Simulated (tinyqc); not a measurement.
Coupled-perturbed Hartree-Fock on RHF in the sto-3g basis, for H2, spin multiplicity 1, step by step. One step of it, computed by the program tinyqc.

Question. Response to a field: uncoupled start. Field along z; U_ai = -mu_ai / (e_a - e_i), alpha = -4 sum U_ai mu_ai.

orbital energies (hartree): MO1 -0.443693, MO2 0.376364

dipole integrals <a|z|i> (bohr):
```
           i1
a2  -1.183549
```

Give: uncoupled U; uncoupled polarisability.

Answer.

uncoupled U:
```
       i1
a2  1.443
```

uncoupled polarisability = 6.833 bohr^3
